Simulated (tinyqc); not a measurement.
Surface approximation against the full path: Rutherford backscattering from a thin compound film on silicon: kinematics, yields, composition and thickness. Computed by tinyqc, a small Python program. Command: `OMP_NUM_THREADS=1 python tinyqc.py 3004751 3004752 out.jsonl rbs walk`. One thread of a shared host (Intel(R) Xeon(R) Processor @ 2.30GHz), about 0.01 s of CPU time with the checks.

Singly charged helium ions (Z1 = 2, M1 = 4.0026 u) enter at the tilt angle a1 to the normal and leave at a2 = |180 - theta - tilt| in the same plane. The film is A B_x.

Inputs (values chosen for the exercise, modelled on a helium beam on HfO2): beam energy E0 = 2.4 MeV; scattering angle theta = 170 degrees; tilt of the sample = 0 degrees; heavy element: mass M_A = 178.5 u; heavy element: stopping eps_A at 2 MeV = 114 1e-15 eV cm^2; light element: mass M_B = 16 u; light element: stopping eps_B at 2 MeV = 36.4 1e-15 eV cm^2; atoms of B per atom of A, x = 1.99; atomic density of the film = 80 1/nm^3; film thickness d = 83 nm; detector resolution (FWHM) = 18 keV.

Method:
- Kinematic factor K = [(sqrt(M^2 - M1^2 sin^2 theta) + M1 cos theta)/(M + M1)]^2.
- Surface edges lie at K E0; substrate silicon has M = 28.09 u. Mass resolution at M_A = resolution/(E0 dK/dM).
- Stopping per atom eps(E) = eps(2 MeV) (E/2 MeV)^(-0.4) (a law chosen for the exercise); Bragg rule eps_film = (eps_A + x eps_B)/(1 + x); areal density N d, with 1/nm^2 = 0.1 x 1e15/cm^2.
- Width of the signal of element i: [K_i eps(E0)/cos a1 + eps(K_i E0)/cos a2] N d; depth resolution = resolution x d/width of A; energy lost on the way in = eps(E0) N d/cos a1.
- Surface approximation as above. Full path: dE/ds = -eps(E) integrates to E^1.4 = E(start)^1.4 - 1.4 eps(2 MeV) 2000^0.4 s (keV), applied in (s = N d/cos a1), then K, then out (s = N d/cos a2); width = K E0 - exit energy. The last column is the error in thickness if the full width is read with the surface formula.

energy lost on the way in = 38.4906 keV

widths (keV): A 75.7132, B 72.6045

surface edges (keV): A 2195.57, B 869.99, Si 1357.88

kinematic factors: A 0.914820, B 0.362497, Si 0.565784

Widths (keV):
```
d (nm)  A, surface  A, full  B, full  error (%)
5             4.56     4.56     4.38     0.0416
10            9.12     9.13     8.77     0.0833
20           18.24    18.27    17.57     0.1670
50           45.61    45.80    44.19     0.4207
100          91.22    92.00    89.35     0.8524
150         136.83   138.60   135.58     1.2955
200         182.44   185.64   183.00     1.7507
300         273.66   281.05   282.09     2.7003
```

What does the comparison show, and why?

The error grows roughly in proportion to thickness, from 0.04 % to 2.7 %, because the ion slows and the stopping rises along the path. The signals of A and B would overlap once the width of A exceeds the gap between the edges, 1326 keV. Ions from B leave the thickest film below about 0.6 MeV, where the power law overstates the stopping.
